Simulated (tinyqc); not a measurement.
Limits of the phonon part: Bloch-Grueneisen resistivity of a metal. Computed by tinyqc, a small Python program. Command: `OMP_NUM_THREADS=1 python tinyqc.py 3014133 3014134 out.jsonl bg walk`. One thread of a shared host (Intel(R) Xeon(R) Processor @ 2.30GHz), about 0.01 s of CPU time with the checks.

Electrons scatter from a Debye spectrum of phonons (n = 5 for scattering within one band, n = 3 for scattering into a second, heavy band) and from static defects.

Inputs (values chosen for the exercise, modelled on copper):
```
quantity                      value         unit
exponent n                        5            -
Debye temperature Theta         346            K
transport coupling lambda_tr   0.13            -
Drude plasma energy hbar w_p    9.3           eV
residual resistivity rho_0     0.17  microohm cm
```

Addition: none.

Constants: k_B = 1.380649e-23 J/K; hbar = 1.054571817e-34 J s; eps_0 = 8.8541878128e-12 F/m; hbar = 6.582119569e-16 eV s.

Method:
- J_n(y) = int_0^y x^n e^x/(e^x - 1)^2 dx, by 96 Gauss-Legendre points (upper limit at most 60).
- rho_ph = (n - 1) rho_1 (T/Theta)^n J_n(Theta/T), with rho_1 = 2 pi lambda_tr k_B Theta/(hbar eps_0 w_p^2), the high-temperature line at T = Theta.
- Matthiessen's rule: rho = rho_0 + rho_ph.
- Low T: (n - 1) n! zeta(n) rho_1 (T/Theta)^n. High T: rho_1 (T/Theta) [1 - (n - 1)/(12 (n + 1)) (Theta/T)^2].

Resistivities (microohm cm):
```
T (K)      rho_ph   low-T law  straight line  line with correction  total rho
10     2.1010e-05  2.1010e-05         0.0605                     -     0.1700
17     2.9830e-04  2.9832e-04         0.1028                     -     0.1703
28     3.5593e-03  3.6160e-03         0.1694                     -     0.1736
42     2.2946e-02  2.7459e-02         0.2541                     -     0.1929
69     1.3356e-01  3.2861e-01         0.4174                     -     0.3036
120    4.7305e-01  5.2280e+00         0.7260                0.3907     0.6431
170    8.2425e-01  2.9832e+01         1.0285                0.7918     0.9942
280    1.5581e+00  3.6160e+02         1.6940                1.5503     1.7281
420    2.4475e+00  2.7459e+03         2.5410                2.4451     2.6175
690    4.1167e+00  3.2861e+04         4.1744                4.1161     4.2867
```

What follows from these numbers?

The low-T law holds to 10 % up to 28 K, the straight line from 280 K on. The local exponent of rho_ph falls from 5.00 to 1.05. Phonons overtake the residual resistivity between 69.0 and 120 K.

Extremes, crossings and ranges named in words are read from the listed rows.
